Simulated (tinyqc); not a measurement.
# An infinitely deep well in a field (quantum-confined Stark shift), Airy functions: two studies

Hard walls at x = -L/2 and +L/2; between them U(x) = -F x (eV, zero at the centre). C = hbar^2/(2 m0), e = (C F^2/m1)^(1/3), z1 = (F L/2 - E)/e at the left wall and z2 = (-F L/2 - E)/e at the right wall. Levels are the roots of D(E) = Ai(z1) Bi(z2) - Ai(z2) Bi(z1).

Inputs (values chosen for the exercise): mass m1 = 0.54 m0; well width L = 19.2 nm; field F = 0.00015 V/nm.

Constants: q = 1.602176634e-19 C, hbar = 1.054571817e-34 J s, m0 = 9.1093837015e-31 kg, hbar^2/(2 m0) = 0.0380998212 eV nm^2. Results are converted to the units shown.

Each table varies one quantity; the others keep the values above.

## The Stark shift against well width

Exact shifts E_n(F) - E_n(0) from the roots of D; <x> = -dE_1/dF. E_n(0) = C (n pi/L)^2/m1; second-order shift m1 F^2 L^4 (1 - 15/(pi n)^2)/(48 C pi^2 n^2).

The Stark shift against well width:

| L (nm) | F L/E_1(0) | shift of level 1 (meV) | second order, 1 (meV) | shift of level 2 (meV) | second order, 2 (meV) | <x> of level 1 (nm) |
|---|---|---|---|---|---|---|
| 10.8 | 0.2714 | -0.004760 | -0.004761 | 0.001419 | 0.001420 | 0.06346 |
| 12.7 | 0.4412 | -0.009099 | -0.009103 | 0.002711 | 0.002715 | 0.1213 |
| 14.5 | 0.6567 | -0.01545 | -0.01547 | 0.004600 | 0.004613 | 0.2059 |
| 16.4 | 0.9502 | -0.02527 | -0.02531 | 0.007505 | 0.007548 | 0.3363 |
| 18.2 | 1.299 | -0.03827 | -0.03839 | 0.01133 | 0.01145 | 0.5085 |
| 20 | 1.723 | -0.05566 | -0.05599 | 0.01638 | 0.01670 | 0.7379 |
| 21.9 | 2.263 | -0.07970 | -0.08049 | 0.02324 | 0.02400 | 1.052 |
| 23.7 | 2.868 | -0.1087 | -0.1104 | 0.03126 | 0.03292 | 1.427 |

What does the comparison show?

The shift of level 1 falls from -0.00476 to -0.109 meV, as L^(4.00) between the first two rows and L^(3.93) between the last two (second order: power 4). Second order is 0.015 % above it in size in the first row and 1.6 % above it in the last. The shift of level 2 rises from 0.00142 to 0.0313 meV.

## The Stark shift against mass

Same model as above.

The Stark shift against mass:

| m1 (m0) | F L/E_1(0) | shift of level 1 (meV) | second order, 1 (meV) | shift of level 2 (meV) | second order, 2 (meV) | <x> of level 1 (nm) |
|---|---|---|---|---|---|---|
| 0.12 | 0.3388 | -0.01056 | -0.01057 | 0.003149 | 0.003151 | 0.1408 |
| 0.16 | 0.4517 | -0.01408 | -0.01409 | 0.004196 | 0.004202 | 0.1877 |
| 0.23 | 0.6494 | -0.02024 | -0.02025 | 0.006023 | 0.006040 | 0.2696 |
| 0.32 | 0.9035 | -0.02813 | -0.02818 | 0.008359 | 0.008403 | 0.3745 |
| 0.46 | 1.299 | -0.04037 | -0.04051 | 0.01195 | 0.01208 | 0.5365 |
| 0.64 | 1.807 | -0.05600 | -0.05636 | 0.01646 | 0.01681 | 0.7420 |
| 0.91 | 2.569 | -0.07912 | -0.08013 | 0.02292 | 0.02390 | 1.042 |
| 1.3 | 3.670 | -0.1116 | -0.1145 | 0.03138 | 0.03414 | 1.452 |

What does the table show?

The shift of level 1 falls from -0.0106 to -0.112 meV, as m1^(1.00) between the first two rows and m1^(0.96) between the last two (second order: power 1). Second order is 0.023 % above it in size in the first row and 2.6 % above it in the last. The shift of level 2 rises from 0.00315 to 0.0314 meV.

Computed by the program tinyqc: `OMP_NUM_THREADS=1 python tinyqc.py 2580011 2580012 out.jsonl`, one thread of a shared Intel Xeon 2.30GHz, about 0.02 s for the whole run.
